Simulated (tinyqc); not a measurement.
Mesh and choice of bands: charge neutrality level from zone-averaged pseudopotential bands.

Empirical pseudopotential on the fcc lattice, atoms at +/- tau, tau = a (1,1,1)/8, no spin-orbit coupling. H(G,G') = c (2 pi/a)^2 |k + G|^2 delta + VS(q) cos(q.tau) + i VA(q) sin(q.tau), q = G - G', c = hbar^2/2m0; k and G in units of 2 pi/a; VS at |q|^2 = 3, 8, 11 and VA at 3, 4, 11, in rydberg, zero elsewhere. At each k the basis holds all G with |k + G|^2 up to 16; energies are counted from the fourth level at Gamma.

Mesh: k = sum_i (n_i + 1/2)/N b_i, n_i = 0 ... N - 1, b = (-1,1,1), (1,-1,1), (1,1,-1); points with the same sorted |kx|, |ky|, |kz| after folding to the shortest k + G are joined, with their count as weight. Neutrality (branch-point) level: E_N = (1/2) mean over k of [E5 + (E3 + E4)/2], E_n the n-th level from below.

Constants: hbar^2/2m0 = 3.80998211 eV angstrom^2; Ry = 13.60569312 eV.

Parameters, chosen for this exercise (out of a larger set: classic local form factors of the size used for Ge, without spin-orbit coupling; not measured data): a = 5.65 angstrom (lattice constant); VS = (-0.23, 0.009, 0.061) Ry (symmetric form factors); VA = (0, 0, 0) Ry (antisymmetric form factors).

E_N with E5 alone, and with (E5 + E6)/2 in its place.

Results:
```
N  joined points  E_N (eV)  E_N, two conduction bands (eV)
1              1   -0.0858                          0.7366
2              2   -0.1615                          0.5658
3              6    0.0989                          0.4744
4             10    0.0685                          0.4908
5             19    0.0820                          0.4812
```

For scale, the lowest gap of this set is 0.93 eV. Against N = 5 the errors are -168, -244, +17 and -13 meV for N = 1 to 4 (N = 1 is the L point alone). Taking the second conduction band in moves E_N by +0.40 eV, more than the mesh error at N = 2: the definition, not the mesh, limits the estimate. Local form factors place the indirect gaps only to a few tenths of an eV, and E_N moves with them.

Run: tinyqc, `OMP_NUM_THREADS=1 python tinyqc.py 1850111 1850112 out.jsonl`; Intel(R) Xeon(R) Processor @ 2.30GHz, one thread, shared host; about 0.09 s of CPU time with all checks.
